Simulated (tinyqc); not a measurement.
Lossy on-chip transmission line with skin effect: line properties against frequency.

A uniform line in a homogeneous dielectric: c = sqrt(er)/(c0 Z0), l = Z0 sqrt(er)/c0 (c0 = 299792458 m/s), g = w c td, w = 2 pi f. The resistance joins its limits as r = sqrt(r_dc^2 + r_hf^2), with r_dc = rho/(wd th), r_hf = kr rho/(2 delta (wd + th)), delta = sqrt(rho/(pi f mu0)), mu0 = 4 pi 1e-7 H/m; this is an interpolation, and internal inductance, up to 0.05 nH/mm at low frequency, is neglected.

gamma = sqrt((r + i w l)(g + i w c)) = alpha + i beta, Zc = sqrt((r + i w l)/(g + i w c)), roots with positive real part; loss 8.685889638 alpha in dB; phase velocity w/beta. ZL = 1/(1/RL + i w CL); reflection (ZL - Zc)/(ZL + Zc); Zin = Zc (ZL + Zc tanh(gamma len))/(Zc + ZL tanh(gamma len)); H = V_load/V_source = [Zin/(Zin + Rg)]/[cosh(gamma len) + (Zc/ZL) sinh(gamma len)].

Values chosen for this exercise: width of the strip wd = 4 um; thickness of the strip th = 2 um; resistivity rho = 2.2 uohm cm; relative permittivity er = 3.9; loss tangent td = 0.005; lossless impedance sqrt(l/c) Z0 = 60 ohm; factor for crowding and the return path kr = 2; length len = 0.41 mm; source resistance Rg = 25 ohm; load resistance RL = 50 ohm; load capacitance CL = 20 fF.

Result of one run:
```
r (ohm/mm)  r/(w l)  loss (dB/mm)  |Zc| (ohm)  phase velocity over c0  length in wavelengths  |H| (dB)
3.081         1.551        0.1878       81.50                  0.4251               0.002574    -3.667
```

Which frequency f gave this result: 0.01, 0.09, 0.3 or 0.8 GHz?

f = 0.8 GHz.

The whole series:
```
f (GHz)  r (ohm/mm)  r/(w l)  loss (dB/mm)  |Zc| (ohm)  phase velocity over c0  length in wavelengths  |H| (dB)
0.01          2.754    110.9       0.02672       631.9                 0.06786               2.015e-4    -3.652
0.03          2.763    37.09       0.04594       365.5                  0.1163               3.528e-4    -3.652
0.09          2.789    12.48       0.07786       212.3                  0.1952               6.305e-4    -3.653
0.3           2.879    3.864        0.1323       119.9                  0.3212               0.001277    -3.657
0.8           3.081    1.551        0.1878       81.50                  0.4251               0.002574    -3.667
2             3.520   0.7086        0.2434       66.42                  0.4804               0.005694    -3.687
7             4.945   0.2844        0.3608       61.18                  0.5016                0.01909    -3.746
20            7.471   0.1504        0.5573       60.34                  0.5050                0.05416    -3.814
60            12.34  0.08283        0.9465       60.10                  0.5060                 0.1622    -4.217
```

r equals w l at 1.32 GHz: below it |Zc| and the delay grow as in an RC line, above it |Zc| tends to Z0 = 60 ohm and the velocity to 1/sqrt(er) = 0.506 c0. The loss goes as f^(0.49) between the first two rows and f^(0.48) between the last two. |H| is -3.65 dB in the first row and -4.22 dB in the last; between rows it can pass through resonances that the table doesn't show.

Computed by the program tinyqc: `OMP_NUM_THREADS=1 python tinyqc.py 2810126 2810127 out.jsonl`, one thread of a shared Intel Xeon 2.30GHz, about 0.01 s for the whole run.
